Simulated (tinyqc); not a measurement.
One share for all, or one for each: linear model of a band gap against the share of exact exchange.

E(alpha) = E0 + S alpha. A wider gap screens less, modelled in the Penn form eps(alpha) = 1 + (e0 - 1)(EP/(EP + S alpha))^2 with a scale EP chosen for the exercise. A dielectric-dependent hybrid takes alpha = 1/eps.

Errors of the gap (eV) against each target; e0, EP, S and the gaps are values chosen for the exercise.

Results:
```
case          E0 (eV)  S (eV)     e0  EP (eV)  target Et (eV)  alpha needed  error, alpha = 0  error, 0.25  error, self-consistent
like TiO2        1.85    8.87   8.47     13.1            3.31         0.165             -1.46         0.76                   -0.24
like SiC         2.19    6.16   7.00     18.9            3.22         0.167             -1.03         0.51                   -0.07
like GaP         1.59    5.56   9.55     11.1            2.35         0.137             -0.76         0.63                   -0.12
like AlN         4.14    7.87   4.78     20.7            6.23         0.266             -2.09        -0.12                   -0.21
like Al2O3       6.14    9.03   3.41     27.6            8.97         0.313             -2.83        -0.57                    0.23
like Si          0.60    4.84  13.22      9.4            1.16         0.116             -0.56         0.65                   -0.17
like diamond     4.20    7.21   6.44     26.7            5.40         0.166             -1.20         0.60                    0.01
```

Mean absolute errors: 1.42, 0.55 and 0.15 eV for alpha = 0, 0.25 and the self-consistent value. A fixed quarter overshoots for TiO2, SiC, GaP, Si and diamond and falls short for AlN and Al2O3; the alpha needed runs between 0.116 and 0.313 and its correlation with 1/e0 over these cases is 0.98.

Computed by tinyqc, a small Python program: `OMP_NUM_THREADS=1 python tinyqc.py 1880668 1880669 out.jsonl` (the numbers bound the seed that draws the inputs); one thread of a shared host (Intel(R) Xeon(R) Processor @ 2.30GHz), about 0.01 s for the whole set of steps.
